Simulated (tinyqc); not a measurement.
Inside a calculation. Model: power transistor in saturation, electro-thermal loop.

tinyqc, about 0.01 s, one thread, Intel Xeon 2.30GHz (shared host): `OMP_NUM_THREADS=1 python tinyqc.py 2520114 2520115 out.jsonl` Printed values are rounded.

One temperature T for the device, T = T0 + Rth P(T), with P(T) = V I0 (T/300 K)^(-al) [1 + kv (T - 300 K)/Vov]^2. The loop gain is Rth dP/dT; a solution is thermally stable when it is below one.

Values chosen for this exercise: ambient temperature T0 = 360 K; drain voltage V = 48 V; saturation current at 300 K I0 = 0.1 A; exponent of the mobility al = 1.3; overdrive at 300 K Vov = 0.5 V; fall of the threshold with temperature kv = 1.5 mV/K; thermal resistance Rth = 15 K/W.

## Iteration 1: temperature by Newton steps

T at the start = 360 K

P(T) = V I0 (T/300 K)^(-al) [1 + kv (T - 300 K)/Vov]^2; P'(T) = P [-al/T + 2 kv/(Vov + kv (T - 300 K))]; G = Rth P'; T(new) = T + (T0 + Rth P - T)/(1 - G).

P = 5.27314 W
G = 0.116560
T after iteration 1 = 449.533 K

## Iteration 2: temperature by Newton steps

As before.

P = 5.95395 W
G = 0.111640
T after iteration 2 = 449.281 K

## Course of the iteration: temperature by Newton steps

Stop when T changes by less than 1e-6 K, or after 200 iterations.

Course of the iteration:
```
iteration,T (K),|change| (K)
1,449.533,89.5
2,449.281,0.252
3,449.281,1.86e-6
4,449.281,0
```

Converged in 4 iterations. The change falls from 90 in the first iteration to below the tolerance in the last.

## Loop gain and effective thermal resistance

converged T = 449.281 K

P(T) = V I0 (T/300 K)^(-al) [1 + kv (T - 300 K)/Vov]^2; P'(T) = P [-al/T + 2 kv/(Vov + kv (T - 300 K))]; G = Rth P'. A small change of T0 changes T by 1/(1 - G) times as much.

P = 5.95208 W
G = 0.111653
dT/dT0 = 1.12569

The feedback is positive: heating raises the power.
